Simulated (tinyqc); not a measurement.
# Double-gate transistor, scale length and short-channel effects: several studies

A body of thickness ts between two insulators of thickness ti and two tied gates. Below threshold the potential that source and drain add obeys Laplace's equation and vanishes on the gate. Its lowest mode decays along the channel as exp(-k y); k is the smallest positive root of the matching condition at the interface, and the scale length is Lambda = pi/k.

Values chosen for this exercise; permittivities: semiconductor close to that of In0.53Ga0.47As, insulator close to that of hafnium oxide:
- T = 300 K (temperature)
- eps_r = 13.7 (relative permittivity of the semiconductor)
- ei = 22.7 (relative permittivity of the insulator)
- ti = 3.5 nm (insulator thickness)
- ts = 11.6 nm (body thickness)
- L = 43 nm (channel length)
- Vbi = 0.92 V (potential of the source)
- sT = 0.63 V (potential of the barrier top at threshold)
- Vds = 0.5 V (drain voltage)

Constants: q = 1.602176634e-19 C, kB = 1.380649e-23 J/K, Vt = kB T/q. Results are converted to the units shown.

Each table varies one quantity; the others keep the values above.

## Effect of the insulator thickness

k is the smallest positive root of f(k) = ei cos(k ti) cos(k ts/2) - eps_r sin(k ti) sin(k ts/2). Along the channel psi(y) = s + a exp(y/l) + b exp(-y/l) with psi(0) = Vbi, psi(L) = Vbi + Vds and l = 1/k = Lambda/pi; with A = Vbi - s, B = A + Vds, x = exp(-L/l): a = (B - A x) x/(1 - x^2), b = (A - B x)/(1 - x^2). The minimum is s + 2 sqrt(a b), at y = (l/2) ln(b/a). The long-channel potential follows the gate as s = sT + (Vg - VTL)/m, and the threshold VT is the gate voltage at which the minimum equals sT. Swing = m Vt ln 10/g at threshold, g = d(minimum)/ds = 1 - (b x + a)/((1 + x) sqrt(a b)). DIBL = [VT(0.05 V) - VT(Vds)]/(Vds - 0.05 V). sT and Vbi are held fixed; m = 1.

Result of one run:
```
ti (nm),Lambda (nm),L/Lambda,VT - VTL at Vds (mV),DIBL (mV/V),swing (mV/decade)
2.6,14.95,2.877,-10.70,8.219,61.02
```

What becomes of these results when the insulator thickness ti is changed from 2.6 to 4.3 nm, all else the same?

Result of the changed run:
```
ti (nm),Lambda (nm),L/Lambda,VT - VTL at Vds (mV),DIBL (mV/V),swing (mV/decade)
4.3,17.52,2.455,-21.24,16.39,62.48
```

The whole series:
```
ti (nm),Lambda (nm),L/Lambda,VT - VTL at Vds (mV),DIBL (mV/V),swing (mV/decade)
1.2,13.07,3.289,-5.534,4.241,60.30
1.5,13.46,3.195,-6.426,4.927,60.43
2,14.12,3.046,-8.159,6.261,60.67
2.6,14.95,2.877,-10.70,8.219,61.02
3.3,15.97,2.693,-14.39,11.08,61.53
4.3,17.52,2.455,-21.24,16.39,62.48
5.6,19.67,2.186,-33.25,25.78,64.12
```

As ti goes from 1.2 to 5.6 nm, Lambda rises from 13.1 to 19.7 nm, DIBL rises from 4.24 to 25.8 mV/V and the swing rises from 60.3 to 64.1 mV a decade. On average Lambda goes as ti^(0.27).

## Effect of the drain voltage

Same model as above.

The same in every row: Lambda (nm) = 16.268; L/Lambda = 2.6432.

Result of one run:
```
Vds (V),VT - VTL at Vds (mV),DIBL (mV/V),swing (mV/decade)
0.65,-17.051,11.418,61.793
```

What becomes of these results when the drain voltage Vds is changed from 0.65 to 0.8 V, all else the same?

Result of the changed run:
```
Vds (V),VT - VTL at Vds (mV),DIBL (mV/V),swing (mV/decade)
0.8,-18.389,10.918,61.886
```

The whole series:
```
Vds (V),VT - VTL at Vds (mV),DIBL (mV/V),swing (mV/decade)
0.2,-12.257,13.712,61.525
0.35,-14.027,12.757,61.609
0.5,-15.608,12.017,61.700
0.65,-17.051,11.418,61.793
0.8,-18.389,10.918,61.886
0.95,-19.642,10.491,61.977
1.1,-20.826,10.119,62.066
```

As Vds goes from 0.2 to 1.1 V, Lambda stays at 16.3 nm, DIBL falls from 13.7 to 10.1 mV/V and the swing rises from 61.5 to 62.1 mV a decade.

## A higher permittivity at fixed equivalent oxide thickness

Same model as above.

The equivalent oxide thickness 3.9 ti/ei is held at 0.6 nm, so ti = 0.6 ei/3.9 nm.

A higher permittivity at fixed equivalent oxide thickness:
```
ei,ti (nm),Lambda (nm),L/Lambda,DIBL (mV/V),swing (mV/decade)
3.9,0.60000,15.604,2.7557,10.001,61.340
5,0.76923,15.616,2.7536,10.034,61.346
7.5,1.1538,15.653,2.7471,10.142,61.365
10,1.5385,15.706,2.7378,10.297,61.393
15,2.3077,15.863,2.7107,10.761,61.476
20,3.0769,16.095,2.6716,11.472,61.603
25,3.8462,16.416,2.6195,12.494,61.785
35,5.3846,17.377,2.4746,15.865,62.384
```

What does the table show?

As ei goes from 3.9 to 35, Lambda rises from 15.6 to 17.4 nm, DIBL rises from 10.0 to 15.9 mV/V and the swing rises from 61.3 to 62.4 mV a decade. The ratio ei/ti is the same in every row, yet the insulator grows from 0.600 to 5.38 nm, and drain fields reach the channel sideways through it.

Numbers from tinyqc (`OMP_NUM_THREADS=1 python tinyqc.py 2420070 2420071 out.jsonl`; about 0.01 s on one thread of a shared Intel Xeon 2.30GHz).
